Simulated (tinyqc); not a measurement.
Raising U: Hubbard chain of 4 sites, mean field against exact. Computed by the program tinyqc. Collinear unrestricted mean field (the lowest of 40 random starts) against exact diagonalisation.

one-body matrix (hopping and site energies) (eV):
```
         1        2        3        4
1   0.0000  -1.5400   0.0000   0.0000
2  -1.5400   0.0000  -1.5400   0.0000
3   0.0000  -1.5400   0.0000  -1.5400
4   0.0000   0.0000  -1.5400   0.0000
```

electrons, up and down: 2  2

Exact and mean-field results (eV):

| U | U/t | E exact | E mean field | mean \|n_up - n_down\| | double occupancy, exact | first gap in the sector |
|---|---|---|---|---|---|---|
| 0.7700 | 0.5000 | -6.157049 | -6.117089 | 0.0000 | 0.2241 | 1.6899 |
| 1.5400 | 1.0000 | -5.506063 | -5.347089 | 0.0000 | 0.1988 | 1.5071 |
| 3.0800 | 2.0000 | -4.428952 | -3.845438 | 0.3935 | 0.1521 | 1.2147 |
| 6.1600 | 4.0000 | -3.007844 | -2.208855 | 0.8199 | 0.0849 | 0.8320 |
| 9.2400 | 6.0000 | -2.205181 | -1.510743 | 0.9177 | 0.0494 | 0.6123 |
| 12.3200 | 8.0000 | -1.720446 | -1.142787 | 0.9534 | 0.0312 | 0.4784 |
| 18.4800 | 12.0000 | -1.182825 | -0.766411 | 0.9792 | 0.0152 | 0.3292 |
| 30.8000 | 20.0000 | -0.721675 | -0.461228 | 0.9925 | 0.0057 | 0.2009 |

Estimate the missing row, U = 4.62.

Computed row:
```
U          U/t    E exact  E mean field  mean |n_up - n_down|  double occupancy, exact  first gap in the sector
4.6200  3.0000  -3.615037     -2.836668                0.6966                   0.1138                   0.9962
```

In absolute terms mean field is worst at U/t = 4.0, 0.799 eV too high: at small U it is nearly exact, and at large U it misses only exchange-scale energies. Its local moments set in at U/t = 2.0 of those listed, a broken symmetry that the exact state of a finite cluster with equal spins does not have. Relative to the exact energy its error is 0.6 % at the smallest U, 36 % at most and 36 % at the largest. The double occupancy falls from 0.224 to 0.006; at the largest U the first gap is 0.65 times the exchange scale 4t^2/U.
